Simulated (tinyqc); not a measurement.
Peierls distortion of a half-filled chain: one step. Energy at a trial distortion. Three cases, with inputs chosen for the exercise.

Problem. Use the mesh x_j = (j + 1/2) pi/(2N), j = 0 .. N-1, and also the elliptic integral.

Atoms move by +/- u, so bonds change by -/+ 2u and hoppings are t +/- 2 al u. Bands E = -/+ sqrt((2 t cos x)^2 + D^2 sin^2 x) with D = 4 al u, x = k a in (0, pi/2); the gap is 2D. Energy per atom at zero temperature: E(u) = -mean_x sqrt(...) + 2 K u^2; exactly, the mean is (4t/pi) E(1 - z^2), z = D/2t, E the complete elliptic integral of the second kind with parameter m. Coupling lambda = 2 al^2/(pi t K).

Case 1.

Values chosen:
- t = 1.72 eV (hopping of the even chain)
- al = 5.1 eV/angstrom (change of hopping with bond length)
- K = 49.7 eV/angstrom^2 (spring constant of a bond)
- u = 0.037 angstrom (trial shift of alternate atoms)
- N = 6 (k points)

Case 2.

Values chosen:
- t = 2.59 eV (hopping of the even chain)
- al = 3.8 eV/angstrom (change of hopping with bond length)
- K = 22.3 eV/angstrom^2 (spring constant of a bond)
- u = 0.028 angstrom (trial shift of alternate atoms)
- N = 2 (k points)

Case 3.

Values chosen:
- t = 2.58 eV (hopping of the even chain)
- al = 6.1 eV/angstrom (change of hopping with bond length)
- K = 28 eV/angstrom^2 (spring constant of a bond)
- u = 0.062 angstrom (trial shift of alternate atoms)
- N = 3 (k points)

Give: D; |E| on the mesh; band energy on the mesh; elastic energy; total, exact; exact E(u) - E(0).

Solution.

Case 1.

D = 0.7548 eV

|E| on the mesh (eV): 3.4120  3.1912  2.7675  2.1781  1.4897  0.8727

band energy on the mesh = -2.3185 eV
elastic energy = 0.1361 eV
total, exact = -2.1824 eV
exact E(u) - E(0) = 0.0076 eV

This distortion raises the energy; the mesh errs by -0.11 meV.

Case 2.

D = 0.4256 eV

|E| on the mesh (eV): 4.7885  2.0209

band energy on the mesh = -3.4047 eV
elastic energy = 0.0350 eV
total, exact = -3.3005 eV
exact E(u) - E(0) = -0.0028 eV

This distortion lowers the energy; the mesh errs by -69.24 meV.

Case 3.

D = 1.5128 eV

|E| on the mesh (eV): 4.9995  3.8022  1.9796

band energy on the mesh = -3.5938 eV
elastic energy = 0.2153 eV
total, exact = -3.3754 eV
exact E(u) - E(0) = -0.0904 eV

This distortion lowers the energy; the mesh errs by -3.16 meV.

Computed by tinyqc, one run a case: `OMP_NUM_THREADS=1 python tinyqc.py N N+1 out.jsonl` with N = 1680882, 1680910, 1681154; one thread of a shared Intel(R) Xeon(R) Processor @ 2.30GHz, about 0.09 s a run at most.
